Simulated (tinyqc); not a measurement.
Inside a calculation. Model: millisecond and nanosecond annealing: surface heating, thermal budget and solid-phase regrowth. Computed by tinyqc, a small Python program that keeps every step. Command: `OMP_NUM_THREADS=1 python tinyqc.py 3023580 3023581 out.jsonl flash walk`. One thread of a shared host (Intel(R) Xeon(R) Processor @ 2.30GHz), about 0.02 s of CPU time with the checks. Intermediate numbers are printed to about 6 digits and carried at full precision; extremes and crossings named in words are read from the listed rows.

A square pulse heats the surface of a thick wafer with constant thermal properties; losses by radiation are neglected and silicon melts at 1414 C.

Inputs (values chosen for the exercise, modelled on hot silicon with arsenic):

| quantity | value | unit |
|---|---|---|
| incident fluence | 27.6 | J/cm^2 |
| pulse length t_p | 0.00086 | s |
| reflectance R | 0.38 | - |
| thermal conductivity k | 0.31 | W/(cm K) |
| heat capacity per volume c | 2.37 | J/(cm^3 K) |
| preheat temperature T0 | 500 | C |
| wafer thickness d | 775 | um |
| dopant prefactor D0 | 8.55 | cm^2/s |
| dopant activation energy E | 3.98 | eV |
| regrowth prefactor v0 | 4.7e+08 | cm/s |
| regrowth energy E_v | 2.72 | eV |
| amorphous layer | 15 | nm |

Source: scanned laser.

Constants: k_B = 8.617333262e-05 eV/K.

## Peak temperature

Absorbed flux q = (1 - R) fluence/t_p; kappa = k/c. With f(z, t) = (2 q/k) sqrt(kappa t) ierfc(z/(2 sqrt(kappa t))), ierfc(x) = exp(-x^2)/sqrt(pi) - x erfc(x): T = T0 + f(z, t) during the pulse and T0 + f(z, t) - f(z, t - t_p) after it. At the surface the rise at the end of the pulse is 2 q sqrt(t_p/(pi k c)); the fluence that just melts the surface scales with (1414 - T0).

absorbed flux q = 19897.7 W/cm^2

kappa = 0.130802 cm^2/s

thermal length sqrt(kappa t_p) = 106.061 um

peak temperature = 1268.16 C

fluence at the melting threshold = 32.8400 J/cm^2

The heated layer is 14 % of the wafer thickness, so the cold bulk quenches the surface.

## Temperature in depth and time

The formulas are those given above.

Temperature (C):

| t/t_p | surface | z = 0.5 thermal lengths | z = 1 | z = 2 |
|---|---|---|---|---|
| 0.10 | 742.91 | 540.314 | 502.684 | 500.000 |
| 0.25 | 884.08 | 635.909 | 534.211 | 500.666 |
| 0.50 | 1043.17 | 769.306 | 613.436 | 511.560 |
| 0.75 | 1165.25 | 879.544 | 694.686 | 535.841 |
| 1.00 | 1268.16 | 975.294 | 771.817 | 568.423 |
| 1.10 | 1062.74 | 970.304 | 798.675 | 582.877 |
| 1.50 | 897.63 | 870.042 | 799.185 | 633.513 |
| 2.00 | 818.18 | 804.439 | 766.794 | 658.450 |
| 4.00 | 705.83 | 702.148 | 691.500 | 654.262 |
| 10.00 | 624.66 | 623.837 | 621.413 | 612.185 |

One tenth of a pulse length after the end the surface has lost 205 C: cooling starts as sqrt(t - t_p), much faster than heating ends.

## Thermal budget

Temperatures in kelvin are T(C) + 273.15. Integrate exp(-E/(k_B T(t))) at the surface from 0 to 10 t_p (Gauss-Legendre, 60 points in sqrt(t) up to t_p and 60 in sqrt(t - t_p) after it). (Dt) = D0 x integral with E; regrowth = v0 x integral with E_v; effective time = integral/exp(-E/(k_B T_peak)).

budget (Dt) = 9.08415e-17 cm^2

diffusion length 2 sqrt(Dt) = 0.190622 nm

effective time over t_p = 0.127536

possible regrowth = 953.909 nm

Only 12.8 % of the pulse counts at the peak; the estimate 2 k_B T_peak^2/(E (T_peak - T0)) gives 13.4 %. The amorphous layer of 15 nm regrows fully. Caution: equilibrium diffusivities are used; implant damage enhances diffusion, and k and c vary with temperature. Caution: the peak lies above 1150 C, and amorphous silicon melts some 200 to 250 K below the crystal, so a layer that has not regrown before the peak may melt instead. Caution: a diffusion length below the atomic spacing of 0.235 nm means about one jump per atom or fewer, so the profile does not change measurably.

## Same peak temperature, different pulse lengths

For each t_p the flux is set so that the peak temperature stays the same: q sqrt(t_p) is fixed.

Pulses:

| t_p (s) | fluence (J/cm^2) | q (W/cm^2) | thermal length (um) | 2 sqrt(Dt) (nm) | regrowth (nm) |
|---|---|---|---|---|---|
| 1.00e-07 | 2.97618e-01 | 1.84523e+06 | 1.14369e+00 | 2.05553e-03 | 1.10920e-01 |
| 1.00e-06 | 9.41152e-01 | 5.83514e+05 | 3.61665e+00 | 6.50014e-03 | 1.10920e+00 |
| 1.00e-05 | 2.97618e+00 | 1.84523e+05 | 1.14369e+01 | 2.05553e-02 | 1.10920e+01 |
| 1.00e-04 | 9.41152e+00 | 5.83514e+04 | 3.61665e+01 | 6.50014e-02 | 1.10920e+02 |
| 3.00e-04 | 1.63012e+01 | 3.36892e+04 | 6.26422e+01 | 1.12586e-01 | 3.32759e+02 |
| 1.00e-03 | 2.97618e+01 | 1.84523e+04 | 1.14369e+02 | 2.05553e-01 | 1.10920e+03 |
| 3.00e-03 | 5.15490e+01 | 1.06535e+04 | 1.98092e+02 | 3.56027e-01 | 3.32759e+03 |
| 1.00e-02 | 9.41152e+01 | 5.83514e+03 | 3.61665e+02 | 6.50014e-01 | 1.10920e+04 |

Fluence and diffusion length grow as sqrt(t_p), regrowth as t_p. The layer of 15 nm regrows from t_p = 0.0001 s on among these rows, at a diffusion length of 0.065 nm. Caution: amorphous silicon melts some 200 to 250 K below the crystal, which matters for the short pulses that reach the peak before regrowth. Caution: the shortest pulses need a source absorbed within their thermal length, and the longest also heat the back of the wafer, which the thick-wafer formula leaves out.

Checks made by the program: heat stored at the end of the pulse against the absorbed fluence (relative difference below 1e-10).
